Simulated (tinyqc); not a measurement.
Strain, valley repopulation and piezoresistance in a many-valley conduction band: one step, computed by the program tinyqc.

Valleys are ellipsoids with mass m_l along the axis a and m_t across it, parabolic, with one constant relaxation time; strain shifts the valleys and leaves the masses alone. Currents are taken along [110], along the load, and along [001], across the load.

Problem. Linear piezoresistance coefficients. Each of the 6 valleys holds n_v = N_v (2/sqrt(pi)) F_1/2((E_F - dE_v)/(k_B T)), N_v = 2 (m_d k_B T/(2 pi hbar^2))^(3/2), m_d = (m_l m_t^2)^(1/3); E_F solves sum n_v = n and is counted from the unstrained edge. F_j(eta) = int_0^infinity x^j/(1 + exp(x - eta)) dx, without a gamma-function factor. It is evaluated after integrating by parts. Integrals over x = E/(k_B T) use 160 Gauss-Legendre points in u = sqrt(x) from 0 to sqrt(max(eta, 0) + 32). With eta_0 the reduced Fermi level without strain, r = F_-1/2(eta_0)/(2 F_1/2(eta_0)) (1 for a classical gas) and c = r (Xi_u/k_B T) (m_l - m_t)/(2 m_l + m_t): pi11 = -(2/3) c (S11 - S12), pi12 = -pi11/2, pi44 = 0, with S11 - S12 = 1/(C11 - C12).

Inputs (values chosen for the exercise, modelled on silicon):
```
quantity                            value    unit
longitudinal mass m_l               0.892     m_0
transverse mass m_t                  0.19     m_0
shear deformation potential Xi_u     9.35      eV
C11                                   165     GPa
C12                                  63.6     GPa
electron density n                3.4e+17  1/cm^3
temperature T                         350       K
```

Valley axes: <100> (6 valleys in 3 pairs). Load: uniaxial [110].

Constants: k_B = 8.617333262e-05 eV/K; m_0 = 9.1093837015e-31 kg; k_B = 1.380649e-23 J/K; hbar = 1.054571817e-34 J s.

Give: eta_0; degeneracy factor r; pi11; pi12; pi44.

Solution.

eta_0 = -4.6030

degeneracy factor r = 0.99648

pi11 = -72.227 1e-11/Pa

pi12 = 36.114 1e-11/Pa

pi44 = 0 1e-11/Pa

The gas is classical, so the coefficients follow 1/T.
